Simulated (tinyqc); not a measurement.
Coupled modes against carrier density: single-oscillator infrared dielectric function of a polar cubic crystal. Computed by tinyqc, a small Python program. Command: `OMP_NUM_THREADS=1 python tinyqc.py 3030014 3030015 out.jsonl infrared walk`. One thread of a shared host (Intel(R) Xeon(R) Processor @ 2.30GHz), about 0.01 s of CPU time with the checks.

One ion pair, charges +Z* and -Z*, in a cell of volume Omega = a^3/4. Frequencies omega are given as wavenumbers (1/cm); eps_s is the static dielectric constant.

Inputs (values chosen for the exercise, modelled on cubic silicon carbide):
```
quantity,value,unit
lattice constant a,4.36,angstrom
mass M_A,28.086,u
mass M_B,12.011,u
omega_TO,787,1/cm
Born charge Z*,2.63,e
eps_inf,6.54,-
carrier mass m*,0.3,m_0
```

Structure: zinc blende. Free carriers: present.

Constants: nu for 1 eV/(angstrom^2 u) = 15.6333042 THz; 1 THz = 33.35640952 1/cm; e^2/(4 pi eps_0) = 14.39964548 eV angstrom; e = 1.602176634e-19 C; eps_0 = 8.8541878128e-12 F/m; m_0 = 9.1093837015e-31 kg; c = 299792458 m/s.

Method:
- mu = M_A M_B/(M_A + M_B); ionic plasma term W^2 = 4 pi Z*^2 (e^2/(4 pi eps_0))/(Omega mu) in eV/(angstrom^2 u), turned into 1/cm by W = 15.6333042 x 33.35640952 x sqrt(W^2); omega_LO^2 = omega_TO^2 + W^2/eps_inf; eps_s = eps_inf + W^2/omega_TO^2; Szigeti charge 3 Z*/(eps_inf + 2); longitudinal (Callen) charge Z*/eps_inf.
- Without damping eps(omega) = 0 gives omega^4 - (omega_LO^2 + omega_p^2) omega^2 + omega_p^2 omega_TO^2 = 0, with roots L- and L+.
- omega_p^2 = N e^2/(eps_0 eps_inf m*), divided by 2 pi c; the limits are omega_p sqrt(eps_inf/eps_s) for L- at small N and omega_p for L+ at large N.

omega_LO = 958.074 1/cm

eps_s = 9.69230

Frequencies (1/cm):
```
N (1/cm^3),omega_p,L-,L+,omega_p sqrt(eps_inf/eps_s)
1.00e+16,21.4,17.56,958.2,17.56
3.00e+16,37.0,30.41,958.3,30.42
1.00e+17,67.6,55.50,958.9,55.54
3.00e+17,117.1,95.97,960.4,96.20
1.00e+18,213.8,174.18,966.1,175.64
3.00e+18,370.3,296.35,983.5,304.21
1.00e+19,676.1,502.16,1059.7,555.41
3.00e+19,1171.1,682.51,1350.4,962.01
```

What does the comparison show, and why?

L+ starts at 958.2 (omega_LO = 958.1) and L- ends at 682.5 (omega_TO = 787.0); neither enters the band between omega_TO and omega_LO. omega_p passes omega_LO between N = 1e19 and 3e19 per cm^3, where the modes repel each other. At the lowest N, L- is 1.000 of the plasmon screened by eps_s.

Extremes, crossings and ranges named in words are read from the listed rows.
